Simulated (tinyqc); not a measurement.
Abrupt p-n junction, non-linear Poisson equation by Newton steps: one step of the calculation.

One dimension, p side on the left, n side on the right; net doping C = -Na for x < 0 and +Nd for x > 0. The potential psi is counted from the intrinsic level, and the quasi-Fermi potentials are flat: 0 for holes and -V for electrons, so n = ni exp((psi + V)/Vt) and p = ni exp(-psi/Vt) (Boltzmann statistics, full ionisation, no current).

Question. Newton step. Solve the tridiagonal system a_(i-1) d_(i-1) + b_i d_i + a_i d_(i+1) = -F_i for nodes 1 to 10, with d = 0 on fixed nodes. Half of the step is added while the largest |d| exceeds 1.5 Vt, the full step after that.

Parameters, values chosen for the exercise:
```
symbol,value,unit,meaning
T,300,K,temperature
```

Constants: q = 1.602176634e-19 C, kB = 1.380649e-23 J/K, Vt = kB T/q. Results are converted to the units shown.

coupling a_i, interval 0 to 10 (F/cm^2): [3.4826472e-8, 5.4989166e-8, 8.7797829e-8, 1.3856686e-7, 2.1949457e-7, 3.4826472e-7, 3.0022821e-7, 2.5861242e-7, 2.2324662e-7, 1.9348040e-7, 1.6584034e-7]

```
node  diagonal b (F/cm^2)  residual F (C/cm^2)
1           -1.4198888e-6        2.0751798e-13
2           -8.9109918e-7        8.3095011e-11
3           -3.7071893e-7         3.6014809e-9
4           -3.5903798e-7         8.3684080e-9
5           -5.6776112e-7         7.6133183e-8
6           -6.7176686e-7        -7.6253624e-8
7           -9.1489029e-7        -2.1106896e-9
8           -1.3309302e-6       -1.1789767e-10
9           -1.5454157e-6       -3.0704738e-12
10          -1.6971610e-6       -4.6687942e-14
```

psi after iteration 2, node 0 to 11 (V): [-0.34239417, -0.34227574, -0.33932590, -0.30876556, -0.19144210, -0.03986074, 0.28998864, 0.35665812, 0.37529792, 0.37891034, 0.37945231, 0.37952194]

Wanted: Newton step d, before damping; psi after iteration 3.

Answer.

Newton step d, before damping, node 1 to 10 (V): [0.00028, 0.00723, 0.07226, 0.16275, 0.18248, -0.02370, -0.01071, -0.00223, -0.00033, -0.00004]
psi after iteration 3, node 0 to 11 (V): [-0.34239, -0.34214, -0.33571, -0.27264, -0.11007, 0.05138, 0.27814, 0.35130, 0.37419, 0.37875, 0.37943, 0.37952]

Computed by the program tinyqc: `OMP_NUM_THREADS=1 python tinyqc.py 2000170 2000171 out.jsonl`, one thread of a shared Intel Xeon 2.30GHz, about 0.02 s for the whole run.
